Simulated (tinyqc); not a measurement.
# Segment and feed resistance from two drops

Inverse problem. A rail is fed at one end through Rq; K loads of Ij follow, each after a segment Rs. The drop at load j is K Ij Rq + Rs Ij sum_(l=1..j) (K - l + 1). Find Rs, Rq and the worst drop, at the middle, if the rail were fed through Rq at both ends: K Ij Rq/2 + Rs Ij K^2/8 with the load taken as continuous.

Inputs (values chosen for the exercise):
```
symbol  value  unit                meaning
K          21        number of equal loads
Ij          2    mA   current of each load
```

drops at the first and at the last load (mV): 32.592000  322.39200

Answer. The difference of the two drops is Rs Ij K (K - 1)/2, which gives Rs; the first drop then gives Rq.

Rs = 0.6900 ohm
Rq = 0.08600 ohm
drop at the middle with two feeds = 77.88 mV

tinyqc, about 0.1 s, one thread, Intel Xeon 2.30GHz (shared host): `OMP_NUM_THREADS=1 python tinyqc.py 2770186 2770187 out.jsonl`
